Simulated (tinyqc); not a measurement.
Worked calculation: round or elliptic silicon nanowire with anisotropic valleys (Ritz method). Values are carried at full precision from step to step, so a last printed digit may differ when a step is redone from the rounded ones.

Wire along x = [110] on a (001) wafer, y = [-110], z = [001]. Valley groups (w = inverse masses): A, two valleys along z: w_y = 1/mt, w_z = 1/ml, m_x = mt; B, four valleys in the wafer plane: w_y = (1/ml + 1/mt)/2, w_z = 1/mt, m_x = (ml + mt)/2.

Constants: hbar^2/2m0 = 3.80998211 eV angstrom^2; kB = 8.617333262e-05 eV/K.

Parameters, chosen for this exercise (near those of a Si nanowire; not measured data): ml = 0.925 m0 (longitudinal mass); mt = 0.193 m0 (transverse mass); a = 39 angstrom (semi-axis along y); b = 39 angstrom (semi-axis along z); group = B (valley group worked out); T = 350 K (temperature).

## Stretching the ellipse

Scaling y by 1/sqrt(w_y) and z by 1/sqrt(w_z) makes the mass 1 and the semi-axes A = a/sqrt(w_y), B = b/sqrt(w_z). List them with the one-function estimate 3c (1/A^2 + 1/B^2) and the slender limit c (pi/2s)^2 (1 + 2s/(pi l)), s and l the smaller and larger of A, B; c = hbar^2/2m0.

Groups:
```
group  g      A      B  axis ratio  one function (eV)  slender limit (eV)
A      2  17.13  37.51       2.189             0.0471              0.0413
B      4  22.04  17.13       1.286             0.0625              0.0479
```

The one-function value suits axis ratios near 1 and the slender limit ratios well above 2.

## Matrices of three even functions

Hard wall on the ellipse (y/a)^2 + (z/b)^2 = 1, c = hbar^2/2m0. With u = y/a, v = z/b the operator is -c [(w_y/a^2) d2/du2 + (w_z/b^2) d2/dv2] on the unit disc. Basis (1 - u^2 - v^2) u^i v^j; S, X and Y are the disc integrals of f f', (df/du)(df'/du) and (df/dv)(df'/dv), from the integral of u^p v^q = 2 Gamma((p+1)/2) Gamma((q+1)/2)/((p + q + 2) Gamma((p+q+2)/2)) for even p, q; H = c (w_y X/a^2 + w_z Y/b^2).

Basis 1, u^2, v^2 times (1 - u^2 - v^2); form S and H for the chosen group.

S, rows 1, u^2, v^2 and columns alike:
```
[[1.047198, 0.130900, 0.130900],
 [0.130900, 0.039270, 0.013090],
 [0.130900, 0.013090, 0.039270]]
```

H (meV), rows 1, u^2, v^2 and columns alike:
```
[[65.4152, 10.9025, 10.9025],
 [10.9025, 8.1953, 1.3628],
 [10.9025, 1.3628, 10.8842]]
```

## Lowest level in this basis

Solve H p = E S p for the wire level; give E, the ratios p2/p1 and p3/p1, and H11/S11.

E = 60.1 meV

ratios: [-0.49, -0.32]

one function = 62.5 meV

The two added functions lower the level by 2.3 meV (3.8 %), mostly by narrowing the state along u, the direction in which the stretched ellipse is long.

## Subbands

Converged values use 21 functions of each parity class (e or o in u, then in v).

The nine lowest levels of all groups and parity classes.

Subbands:
```
group, parity  g  m_x (m0)  E (eV)
A ee           2    0.1930  0.0446
B ee           4    0.5590  0.0601
A eo           2    0.1930  0.0751
A ee           2    0.1930  0.1168
B oe           4    0.5590  0.1336
A oe           2    0.1930  0.1498
A eo           2    0.1930  0.1703
B eo           4    0.5590  0.1713
A oo           2    0.1930  0.1981
```

At 350 K and without degeneracy the populations go as g sqrt(m_x) exp(-E/kB T): among these nine the lowest level holds 27 % and the light transport mass mt 40 % of the electrons.

## Checks

- Circle of radius a with both masses mt against c (2.404826/R)^2/m, eV: both 0.0751.

(tinyqc, `OMP_NUM_THREADS=1 python tinyqc.py 1251411 1251412 out.jsonl`, Intel(R) Xeon(R) Processor @ 2.30GHz, 1 thread, shared host, about 0.04 s.)
